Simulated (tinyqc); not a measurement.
Jacobi rotations on a symmetric matrix, step by step. Computed by tinyqc, a small Python program that keeps every step. Settings: method = jacobi. Command: `OMP_NUM_THREADS=1 python tinyqc.py 26724 26725 out.jsonl` (the two numbers bound the seeds that draw the settings). One thread of a shared host (Intel(R) Xeon(R) Processor @ 2.60GHz), about 0.01 s of CPU time with the checks.

## Jacobi rotation 1

A:
$$\begin{pmatrix}
1.060000 & -0.265000 & 0.237000 \\
-0.265000 & 1.139000 & 0.175000 \\
0.237000 & 0.175000 & 1.366000
\end{pmatrix}$$

Take the largest off-diagonal element A_pq; tan 2 theta = 2 A_pq / (A_qq - A_pp) with |theta| <= pi/4; A' = J^T A J with J_pp = J_qq = cos, J_pq = sin, J_qp = -sin.

p, q, theta (rad): [1.000000, 2.000000, -0.711415]

A':
$$\begin{pmatrix}
0.831572 & 0.000000 & 0.293772 \\
0.000000 & 1.367428 & -0.022187 \\
0.293772 & -0.022187 & 1.366000
\end{pmatrix}$$

## Jacobi rotation 2

As before.

p, q, theta (rad): [1.000000, 3.000000, 0.416352]

A':
$$\begin{pmatrix}
0.701665 & 0.008973 & 0.000000 \\
0.008973 & 1.367428 & -0.020291 \\
0.000000 & -0.020291 & 1.495907
\end{pmatrix}$$

## All rotations

The off-diagonal norm falls at every rotation.

Rotations:
```
step  p  q      theta  off-diagonal norm
1     1  2  -0.711415           4.17e-01
2     1  3   0.416352           3.14e-02
3     2  3  -0.152976           1.27e-02
4     1  2   0.013380           1.93e-03
5     1  3  -0.001714           2.59e-05
6     2  3  -0.000136           4.44e-08
7     1  2  -4.73e-08           6.03e-12
```

eigenvalues: [0.701544, 1.364418, 1.499038]
